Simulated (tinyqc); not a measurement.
# Resistance of a source-drain extension with a graded tip, step by step

Numbers from tinyqc (`OMP_NUM_THREADS=1 python tinyqc.py 2282142 2282143 out.jsonl`; about 0.03 s on one thread of a shared Intel Xeon 2.30GHz). Printed values are rounded.

y runs along the channel, the gate covers y > 0. The doping is N0 for y < y0 and N0 10^(-(y - y0)/la) beyond, uniform over the depth xj. Sheet conductance s(y) = q mu(N) max(N - Nch, 0) xj + (for y > 0) ma Cox Vo, with mu(N) = u0 + (u1 - u0)/(1 + (N/Nr)^au) and Cox = eps0 eox/tox. Current is taken as one-dimensional; depletion of the tip, spreading and the contact are left out. The metallurgical junction lies at yj, where N = Nch.

Inputs (values chosen for the exercise); mobility law close to that of electrons in silicon:
- eox = 9.02 (relative permittivity of the gate insulator (close to aluminium oxide))
- tox = 3.7 nm (insulator thickness)
- N0 = 6.6e19 cm^-3 (active doping of the extension far from the gate)
- la = 4.9 nm/decade (lateral abruptness)
- y0 = 3.3 nm (position under the gate where the fall begins (gate edge at 0))
- xj = 6 nm (depth of the extension)
- Nch = 5.2e17 cm^-3 (channel doping)
- Vo = 0.4 V (gate overdrive)
- ma = 99 cm^2/(V s) (mobility of the gate-induced layer)
- u1 = 1414 cm^2/(V s) (mobility at low doping)
- u0 = 68.5 cm^2/(V s) (mobility at high doping)
- Nr = 9.2e16 cm^-3 (reference doping)
- au = 0.711 (exponent)
- Lg = 60 nm (gate length)

Constants: q = 1.602176634e-19 C, eps0 = 8.8541878128e-14 F/cm where lengths are in cm. Results are converted to the units shown.

## Sheet resistances and junction position

yj = y0 + la log10(N0/Nch); sheet resistance of the full extension 1/[q mu(N0)(N0 - Nch) xj] and of the gate-induced layer 1/(ma Cox Vo); metallurgical length Lg - 2 yj; ye is where the doped and the gate-induced conductances are equal.

yj = 13.60735 nm
sheet resistance of the extension = 1963.041 ohm/square
sheet resistance of the induced layer = 11699.07 ohm/square
metallurgical length = 32.78530 nm
ye = 7.873489 nm
N at ye = 7.694470e18 cm^-3

The gate takes over 5.73 nm before the junction, where N is still 14.8 times the channel doping.

## Resistance of the overlapped part

Midpoint rule on 10 equal steps from 0 to yj: R_ov = sum h/s(y), per width.

y, point 0 to 9 (nm): [0.6803674, 2.041102, 3.401837, 4.762572, 6.123307, 7.484042, 8.844777, 10.20551, 11.56625, 12.92698]
N, point 0 to 9 (cm^-3): [6.6e19, 6.6e19, 6.291596e19, 3.319402e19, 1.751293e19, 9.239699e18, 4.874800e18, 2.571910e18, 1.356922e18, 7.159024e17]
doped conductance, point 0 to 9 (uS): [509.4137, 509.4137, 487.9763, 278.4236, 163.2974, 98.42344, 60.28078, 36.24081, 19.43164, 6.070193]
sheet resistance, point 0 to 9 (ohm/square): [1680.981, 1680.981, 1743.822, 2748.004, 4019.708, 5437.728, 6860.702, 8215.732, 9532.113, 10923.34]
R_ov = 71.905 ohm um

The exact integral is 72.054 ohm um; the coarse sum is 0.21 % below it.
